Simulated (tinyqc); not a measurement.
Boltzmann transport in a parabolic band with a power-law relaxation time: sweeps and comparisons. A value that a table varies takes the place of the one given here.

F_j(eta) = (1/Gamma(j + 1)) integral_0^infinity x^j dx/(1 + exp(x - eta)), which tends to exp(eta) for eta << 0.

tau = tau0 x^r with x = E/kT. With K_j = Gamma(j + 1) F_j(eta): <tau> = tau0 (r + 3/2) K_(r+1/2)/((3/2) K_(1/2)); mu = <tau>/(mc m0/e), m0/e = 5.685630e-12 kg/C; Hall factor rH = (3/2) K_(1/2) (2r + 3/2) K_(2r+1/2)/((r + 3/2) K_(r+1/2))^2; Seebeck S = -(kB/e) [(r + 5/2) K_(r+3/2)/((r + 3/2) K_(r+1/2)) - eta]; Lorenz number L = (kB/e)^2 [(r + 7/2) K_(r+5/2)/((r + 3/2) K_(r+1/2)) - ((r + 5/2) K_(r+3/2)/((r + 3/2) K_(r+1/2)))^2]; kB/e in V/K. Valley anisotropy is left out of rH.

n = N F_1/2(eta) with N = 2 (m kB T/(4 pi c))^(3/2) with c = hbar^2/2m0, in 1/angstrom^3; times 1e24 for 1/cm^3, m = md.

Constants: kB = 8.617333262e-05 eV/K; hbar^2/2m0 = 3.80998211 eV angstrom^2.

Values chosen for the exercise (masses near those of Si; tau0 is set for a mobility of the usual size at this n, kL is a free input; freeze-out and phonon drag, which matter near 77 K, are left out; shifted at random, so the results belong to these values and not to a real crystal):
- ta = 140 fs (acoustic tau at E = kT and 300 K)
- ti = 34 fs (impurity tau at E = kT and 300 K)
- mc = 0.2594 m0 (conductivity mass)
- md = 1.062 m0 (density-of-states mass)
- tau0 = 3.3 fs (tau at E = kT)
- r = 1.5 (exponent of tau)
- T = 200 K
- kL = 59 W/(m K) (lattice thermal conductivity)
- n = 2.2e+19 1/cm^3 (electron density)

## The scattering mechanism

eta = 0.89641

Same eta for each exponent.

Results:
```
r,mechanism,<tau>/tau0,rH,S (microvolt/K),L (1e-8 W ohm/K^2)
-0.5,acoustic phonons,0.633,1.109,-155.7,1.710
0.0,a constant relaxation time,1.000,1.000,-192.8,1.962
0.5,polar optical or piezoelectric scattering,1.712,1.070,-229.1,2.236
1.5,ionised impurities,6.085,1.627,-302.1,2.850
```

How do the results move?

From r = -1/2 to 3/2 |S| grows by 146.4 microvolt/K, against 2 kB/e = 172.3 in the non-degenerate limit: scattering that favours fast electrons raises the mean energy carried. rH is 1 only for constant tau and reaches 1.627 for r = 3/2; L spans 1.710 to 2.850 against the metallic 2.443.

## Mobility against temperature (two scattering mechanisms together, and the Matthiessen rule)

Non-degenerate electrons. 1/tau(x) = x^(1/2)/tA + 1/(tI x^(3/2)), x = E/kT, with tA = ta (T/300)^(-3/2) and tI = ti (T/300)^(3/2) (the screening logarithm is held fixed). <tau> = integral x^(3/2) tau exp(-x) dx/Gamma(5/2); mu = <tau>/(mc m0/e), m0/e = 5.685630e-12 kg/C. Matthiessen: 1/mu = 1/muA + 1/muI with <tau>A = tA Gamma(2)/Gamma(5/2), <tau>I = tI Gamma(4)/Gamma(5/2).

rH = <tau^2>/<tau>^2. ta and ti are inputs of their own, not tied to tau0.

Mobilities (cm^2/(V s)):
```
T (K),acoustic,impurity,Matthiessen,exact,rH,Matthiessen/exact
40,1.47e+04,50.7,50.5,50.1,1.900,1.008
60,7.98e+03,93.1,92.0,89.7,1.834,1.025
80,5.19e+03,143,139,132,1.740,1.056
120,2.82e+03,263,241,210,1.531,1.149
160,1.83e+03,405,332,264,1.363,1.257
220,1.14e+03,653,415,301,1.204,1.380
300,714,1.04e+03,423,298,1.099,1.423
400,464,1.60e+03,360,263,1.047,1.368
550,288,2.58e+03,259,206,1.029,1.257
```

What can be read from the table?

The exact mobility peaks at 220 K of those listed. The two mechanisms are equal between 220 and 300 K. The rule overestimates everywhere, most at 300 K (by 42 %), since impurities stop the slow electrons and phonons the fast ones. rH runs between 1.029 and 1.900; the pure limits are 1.178 and 1.933, and the mixture dips below both, since the opposite energy slopes of the two rates leave tau nearly constant. Optical and intervalley phonons, left out, lower real mobilities above about 150 K.

## What moves the coefficients

sigma = e n mu with e = 1.602176634e-19 C; ZT = S^2 sigma T/(kL + L sigma T). Each row changes one parameter from the base and keeps the others.

Results:
```
case,mu (cm^2/(V s)),sigma (S/cm),S (microvolt/K),ZT
base,136.1,479.9,-302.1,0.0148
md = 1.381 m0,124.5,438.7,-338.4,0.0170
mc = 0.3372 m0,104.7,369.2,-302.1,0.0114
n = 4.4e+19 1/cm^3,173.2,1221,-238.1,0.0232
tau0 = 4.95 fs,204.2,719.8,-302.1,0.0221
kL = 29.5 W/(m K),136.1,479.9,-302.1,0.0294
T = 250 K,125.9,443.9,-332.9,0.0207
```

How do the results move?

The largest shifts from the base row, up to three for each result and ties (the steps differ in size, so this ranks the rows, not the parameters). mu (cm^2/(V s)): tau0 +68.1, n +37.0, mc -31.4; unchanged at the printed digits by kL. sigma (S/cm): n +741, tau0 +240, mc -111; unchanged at the printed digits by kL. S (microvolt/K): n +64.0, md -36.3, T -30.8; unchanged at the printed digits by mc, tau0 and kL. ZT: kL +0.0146, n +0.00842, tau0 +0.00734. The row for T keeps tau0 fixed; for phonon scattering tau0 itself falls as T rises.

Run: tinyqc, `OMP_NUM_THREADS=1 python tinyqc.py 1650039 1650040 out.jsonl`; Intel(R) Xeon(R) Processor @ 2.30GHz, one thread, shared host; about 0.01 s of CPU time with all checks.
